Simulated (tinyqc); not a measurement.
Raising U: Hubbard ring of 6 sites, mean field against exact. Computed by the program tinyqc. 

one-body matrix (hopping and site energies) (eV):
```
         1        2        3        4        5        6
1   0.0000  -0.9300   0.0000   0.0000   0.0000  -0.9300
2  -0.9300   0.0000  -0.9300   0.0000   0.0000   0.0000
3   0.0000  -0.9300   0.0000  -0.9300   0.0000   0.0000
4   0.0000   0.0000  -0.9300   0.0000  -0.9300   0.0000
5   0.0000   0.0000   0.0000  -0.9300   0.0000  -0.9300
6  -0.9300   0.0000   0.0000   0.0000  -0.9300   0.0000
```

electrons, up and down: 3  2

Collinear unrestricted mean field (the lowest of 40 random starts) against exact diagonalisation.

Exact and mean-field results (eV):

| U | U/t | E exact | E mean field | mean \|n_up - n_down\| | double occupancy, exact | first gap in the sector |
|---|---|---|---|---|---|---|
| 0.4700 | 0.5054 | -6.062230 | -6.042227 | 0.1807 | 0.1509 | 0.0000 |
| 0.9300 | 1.0000 | -5.666605 | -5.589050 | 0.1984 | 0.1358 | 0.0000 |
| 1.8600 | 2.0000 | -4.989556 | -4.692655 | 0.2544 | 0.1074 | 0.0000 |
| 2.7900 | 3.0000 | -4.459630 | -3.853193 | 0.3682 | 0.0833 | 0.0000 |
| 3.7200 | 4.0000 | -4.050103 | -3.221341 | 0.6070 | 0.0643 | 0.0000 |
| 5.5800 | 6.0000 | -3.486411 | -2.587719 | 0.7411 | 0.0392 | 0.0000 |
| 7.4400 | 8.0000 | -3.133233 | -2.268229 | 0.7833 | 0.0254 | 0.0000 |
| 11.1600 | 12.0000 | -2.731312 | -1.949465 | 0.8118 | 0.0127 | 0.0000 |
| 18.6000 | 20.0000 | -2.379458 | -1.695321 | 0.8257 | 0.0049 | 0.0000 |

In absolute terms mean field is worst at U/t = 6.0, 0.899 eV too high: at small U it is nearly exact, and at large U it still misses the motion of the hole through a fluctuating spin background. Relative to the exact energy its error is 0.3 % at the smallest U, 29 % at most and 29 % at the largest. The double occupancy falls from 0.151 to 0.005.
